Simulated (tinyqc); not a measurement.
# Worked calculation: octagonal on-chip spiral inductor, lumped pi model

Numbers from tinyqc (`OMP_NUM_THREADS=1 python tinyqc.py 2302029 2302030 out.jsonl`; about 0.01 s on one thread of a shared Intel Xeon 2.30GHz). Printed values are rounded.

Outer diameter do = di + 2 n wd + 2 (n - 1) sp, mean da = (do + di)/2, fill p = (do - di)/(do + di), length l = 3.314 n da. L = 2.25 mu0 n^2 da/(1 + 3.55 p), mu0 = 4 pi 1e-7 H/m. Rs = rho l/(wd delta (1 - exp(-th/delta))), delta = sqrt(rho/(pi f mu0)). Cs = n wd^2 eps0 eo/hu across the coil. At each end Cox = l wd eps0 eo/(2 ho) leads to the substrate branch Rsi = 2 rs he/(l wd) in parallel with Csi = l wd eps0 11.7/(2 he). With one end grounded Y = 1/(Rs + i w L) + i w Cs + 1/[1/(i w Cox) + 1/(1/Rsi + i w Csi)], w = 2 pi f; Q = -Im Y/Re Y. Eddy currents in neighbouring turns and in the substrate are left out.

Values chosen for this exercise; values of the order met in silicon radio-frequency processes: number of turns n = 2.5; line width wd = 8 um; space between turns sp = 2 um; inner diameter di = 60 um; metal thickness th = 4 um; metal resistivity rho = 2.2 uohm cm; oxide below the coil ho = 7 um; oxide between coil and underpass hu = 0.8 um; relative permittivity of the oxide eo = 4.1; substrate resistivity rs = 10 ohm cm; effective spreading depth in the substrate he = 80 um; frequency f = 1.8 GHz.

Constants: eps0 = 8.8541878128e-12 F/m. Results are converted to the units shown.

## Geometry and model elements

do, l, L, delta, Rs, Cs, Cox, Rsi and Csi as defined.

do = 106 um
l = 687.6550 um
L = 0.7393786 nH
delta = 1.759524 um
Rs = 1.198119 ohm
Cs = 7.260434 fF
Cox = 14.26478 fF
Rsi = 2908.435 ohm
Csi = 3.561847 fF

Rs is 2.53 times the direct-current value in this empirical form, which overstates the skin effect of a flat slab when delta is near th and so stands in for some current crowding.

## Admittance, quality factor and apparent inductance

Series branch 1/(Rs + i w L), substrate branch, total Y, Q = -Im Y/Re Y, apparent inductance Im(1/Y)/w, metal-only value w L/Rs, share of the loss in the substrate Re(substrate branch)/Re Y.

series branch = 16.7894-117.1806i mS
substrate branch = 0.0563307+0.1282995i mS
Y = 16.8458-116.9701i mS
Q = 6.943591
apparent inductance = 0.7405545 nH
w L/Rs = 6.979420
share of the loss in the substrate = 0.3343910 %

Q is 99.5 % of the metal-only value.
